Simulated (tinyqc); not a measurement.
Inside a calculation: inversion layer as a triangular well, valleys of the Si type. Values are carried at full precision from step to step, so a last printed digit may differ when a step is redone from the rounded ones.

Six ellipsoidal valleys with their long axes along the cube axes, mass ml along the axis and mt across it. For a valley whose axis makes the angle theta with the surface normal, 1/m_z = cos^2(theta)/ml + sin^2(theta)/mt sets the confinement; in the plane the masses are m_1 = mt and m_2 = ml mt/m_z, and m_d = sqrt(m_1 m_2).

Constants: e^2/(4 pi eps0) = 14.39964547 eV angstrom; hbar^2/2m0 = 3.80998211 eV angstrom^2; kB = 8.617333262e-05 eV/K.

Inputs chosen for the exercise (near those of Si; shifted at random, so the results belong to these values and not to a real crystal):
- ml = 0.907 m0 (longitudinal mass)
- mt = 0.191 m0 (transverse mass)
- face = 100 (surface)
- eps = 11.7 (dielectric constant)
- Ns = 1.8 x 1e12/cm^2 (electron sheet density)
- Nd = 0.14 x 1e12/cm^2 (depletion charge)
- eta = 0.75 (share of Ns in the effective field)
- T = 77 K (temperature)
- tox = 25 angstrom (SiO2-equivalent oxide thickness)

## Valley masses on the (100) face

Group the valleys by their angle to the normal, heaviest m_z first.

Valleys (masses in m0):
```
valleys g  cos^2(theta)     m_z     m_1     m_2     m_d
2                1.0000  0.9070  0.1910  0.1910  0.1910
4                0.0000  0.1910  0.1910  0.9070  0.4162
```

The 2 valleys with the heaviest m_z will give the lowest ladder of subbands.

## Effective field

The field is taken as constant, e F = 4 pi (e^2/4 pi eps0)(Nd + eta Ns)/eps, with 1e12/cm^2 = 1e-4/angstrom^2, and the oxide as a hard wall at z = 0; c = hbar^2/2m0.

Find e F, and F in MV/cm (1 MV/cm = 0.01 V/angstrom).

e F = 0.00230442 eV/angstrom
F = 0.2304 MV/cm

## Subband ladders

Level j of a valley lies at E_j = a_j (c (e F)^2/m_z)^(1/3) above the band edge at the surface, with the Airy zeros a_j = 2.338107, 4.087949, 5.520560, 6.786708, 7.944134, 9.022651, 10.040174, 11.008524, 11.936016, 12.828777, and has <z> = 2 E_j/(3 e F).

The ten lowest levels of all groups of valleys together, j = 0, 1, ..., c = hbar^2/2m0; primes mark the groups with lighter m_z.

Subbands:
```
label  valleys g  m_d (m0)  E (eV)  <z> (angstrom)
0              2    0.1910  0.0658           19.04
0'             4    0.4162  0.1106           32.00
1              2    0.1910  0.1151           33.29
2              2    0.1910  0.1554           44.96
3              2    0.1910  0.1910           55.27
1'             4    0.4162  0.1934           55.96
4              2    0.1910  0.2236           64.70
5              2    0.1910  0.2540           73.48
2'             4    0.4162  0.2612           75.57
6              2    0.1910  0.2826           81.77
```

The second subband is 0', 44.8 meV above the first.

## Fermi level and populations

Subband i holds n_i = g m_d/(2 pi c) kB T ln(1 + exp((EF - E_i)/kB T)) (spin included), and EF is fixed by sum n_i = Ns over the levels listed or, where none are listed, over j = 0 to 9 of each group; 1e12/cm^2 = 1e-4/angstrom^2.

Solve for EF; c = hbar^2/2m0. The mean distance is sum n_i <z>_i/Ns.

EF = 0.0756 eV

Populations:
```
label  (EF - E)/kB T  n (1e12/cm^2)  share (%)
0               1.47          1.774       98.6
0'             -5.29          0.023        1.3
1              -5.96          0.003        0.2
2             -12.03          0.000        0.0
3             -17.40          0.000        0.0
1'            -17.76          0.000        0.0
4             -22.32          0.000        0.0
5             -26.89          0.000        0.0
2'            -27.98          0.000        0.0
6             -31.21          0.000        0.0
```

mean distance from the surface = 19.23 angstrom

The lowest subband holds 98.6 % of the electrons and is partly degenerate (EF within a few kB T of its edge).

## Effect on the gate capacitance

The charge sits at the mean distance <z> from the surface, which adds (3.9/eps) <z> to the oxide thickness; C/Cox = tox/(tox + 3.9 <z>/eps). The density-of-states term is left out.

added thickness = 6.41 angstrom
C/Cox = 0.796

## Checks

- Lowest level by finite differences against the Airy formula, eV: both 0.0658.

Run: tinyqc, `OMP_NUM_THREADS=1 python tinyqc.py 1281662 1281663 out.jsonl`; Intel(R) Xeon(R) Processor @ 2.30GHz, one thread, shared host; about 0.03 s of CPU time with all checks.
